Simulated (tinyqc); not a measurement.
What moves the results: optical gain and spontaneous emission in a bulk direct-gap semiconductor. A value that a table varies takes the place of the one given here.

Parabolic bands, vertical transitions, no excitons. For each hole band j: mr = me mj/(me + mj); joint density of states J_j(E) = (mr/c)^(3/2) sqrt(E - Eg)/(2 pi^2), both spins, c = hbar^2/2m0; averaged matrix element |e.p|^2 = m0 Ep/6; alpha_j(E) = 4 pi^2 alpha_f c Ep J_j/(3 nr E) in 1/angstrom (alpha_f the fine-structure constant, listed as alpha among the constants), times 1e8 for 1/cm.

F_j(eta) = (1/Gamma(j + 1)) integral_0^infinity x^j dx/(1 + exp(x - eta)), which tends to exp(eta) for eta << 0.

Quasi-Fermi levels: n = Nc F_1/2(Fc/kT) and p = Nv F_1/2(Fv/kT), Fc counted up from the conduction edge and Fv down from the valence edge; Nc, Nv from N = 2 (m kB T/(4 pi c))^(3/2) with c = hbar^2/2m0, in 1/angstrom^3; times 1e24 for 1/cm^3, with me and (mhh^(3/2) + mlh^(3/2))^(2/3).

For band j the electron sits at Ee = (E - Eg) mr/me above its edge and the hole at Eh = (E - Eg) mr/mj; fe = 1/(1 + exp((Ee - Fc)/kT)), fh = 1/(1 + exp((Eh - Fv)/kT)); gain g = sum_j alpha_j (fe + fh - 1).

Spontaneous rate: R = integral of (nr E/(hbar c))^2/(pi^2 hbar) sum_j alpha_j fe fh dE, with alpha in 1/cm and (nr E/(hbar c))^2 in 1/cm^2 (1e16 per 1/angstrom^2); B = R/(n p); lifetime n/R.

Constants: hbar^2/2m0 = 3.80998211 eV angstrom^2; fine-structure constant alpha = 0.007297352564; kB = 8.617333262e-05 eV/K; hbar = 6.58211957e-16 eV s; hbar c = 1973.269805 eV angstrom.

Parameters, chosen for this exercise (near those of InP; shifted at random, so the results belong to these values and not to a real crystal): Eg = 1.38 eV (direct gap); me = 0.0787 m0 (electron mass); mhh = 0.616 m0 (heavy-hole mass); mlh = 0.0903 m0 (light-hole mass); Ep = 20.7 eV (Kane energy); nr = 3.44 (refractive index); T = 400 K; n = 4.1e+18 1/cm^3 (injected density, n = p).

## Peak gain against injection

The peak is the largest g over E; a dash marks no gain.

Gain:
```
n (1/cm^3)  Fc (eV)  Fv (eV)  peak gain (1/cm)  peak E - Eg (eV)  B (cm^3/s)
1.2e+18      0.0286  -0.0958                 -                 -    8.18e-11
2.0e+18      0.0571  -0.0777                 -                 -    7.66e-11
2.8e+18      0.0793  -0.0656                53            0.0047    7.21e-11
3.4e+18      0.0938  -0.0585               210            0.0127    6.92e-11
4.4e+18      0.1155  -0.0490               513            0.0252    6.50e-11
5.7e+18      0.1406  -0.0393               907            0.0402    6.04e-11
7.4e+18      0.1700  -0.0293              1382            0.0576    5.55e-11
9.8e+18      0.2074  -0.0181              1972            0.0784    5.01e-11
```

transparency density (Fc + Fv = 0) = 2.46e+18 1/cm^3

Gain starts at 2.46e+18 1/cm^3, where Fc = -Fv = 0.0703 eV: with Nv/Nc = 23 the electrons must be degenerate before the holes are. The slope of peak gain against n is 2.62e-16 cm^2 between the first two rows with gain and 2.46e-16 between the last two; the peak moves from 0.0047 to 0.0784 eV above the gap as the bands fill, and B falls by a factor 1.63. Line broadening and gap shrinkage are left out.

## Gain spectrum

At the density n.

Spectrum:
```
E - Eg (eV)  alpha, empty (1/cm)  fe, heavy  fh, heavy  g (1/cm)
0.005                       2072      0.954      0.180       276
0.010                       2919      0.948      0.178       360
0.020                       4099      0.934      0.173       420
0.030                       4985      0.917      0.168       396
0.045                       6041      0.882      0.162       239
0.060                       6903      0.836      0.155       -56
0.080                       7862      0.752      0.147      -681
0.100                       8671      0.645      0.139     -1584
0.130                       9690      0.456      0.127     -3374
0.170                      10795      0.231      0.113     -6019
0.220                      11896      0.077      0.098     -8771
```

Fc + Fv = 0.0576 eV

g is positive below E - Eg = 0.0576 eV; the largest value listed is 420 1/cm at 0.020 eV. At 0.220 eV above the gap g is -0.74 times the absorption of the empty crystal, whose limit is -1.

## Transparency density and B against temperature

Eg is held fixed; B is taken at n = 1e15 1/cm^3.

Results:
```
T (K)  transparency density (1/cm^3)  Fc/kT there  B (cm^3/s)
100                         3.07e+17        2.039    7.12e-10
150                         5.64e+17        2.039    3.90e-10
200                         8.69e+17        2.039    2.54e-10
250                         1.21e+18        2.039    1.83e-10
300                         1.60e+18        2.039    1.40e-10
350                         2.01e+18        2.039    1.11e-10
400                         2.46e+18        2.039    9.16e-11
500                         3.43e+18        2.039    6.61e-11
```

Fc/kT at transparency stays at 2.039, since it depends on Nv/Nc alone, so the density goes as T^1.50. B goes as T^-1.48, against T^-1.5 for non-degenerate carriers: hot carriers spread over k and fewer pairs share a wave vector.

## What moves transparency and gain

Transparency is Fc + Fv = 0; the peak is the largest g over E at the density n (0 if none). Each row changes one parameter from the base and keeps the others.

Results:
```
case                 transparency density (1/cm^3)  Fc + Fv (eV)  peak gain (1/cm)
base                                      2.46e+18        0.0576               421
me = 0.0905 m0                            2.81e+18        0.0404               334
mhh = 0.37 m0                             1.90e+18        0.0845               949
Ep = 22.8 eV                              2.46e+18        0.0576               463
T = 440 K                                 2.84e+18        0.0445               267
n = 5.33e+18 1/cm^3                       2.46e+18        0.0919               797
nr = 3.61                                 2.46e+18        0.0576               401
```

The largest shifts from the base row, up to three for each result and ties (the steps differ in size, so this ranks the rows, not the parameters). transparency density (1/cm^3): mhh -5.57e+17, T +3.78e+17, me +3.56e+17; unchanged at the printed digits by Ep, n and nr. Fc + Fv (eV): n +0.0342, mhh +0.0269, me -0.0172; unchanged at the printed digits by Ep and nr. peak gain (1/cm): mhh +528, n +376, T -154.

Program tinyqc; command `OMP_NUM_THREADS=1 python tinyqc.py 1651378 1651379 out.jsonl`; about 0.08 s on one thread of a shared Intel(R) Xeon(R) Processor @ 2.30GHz.
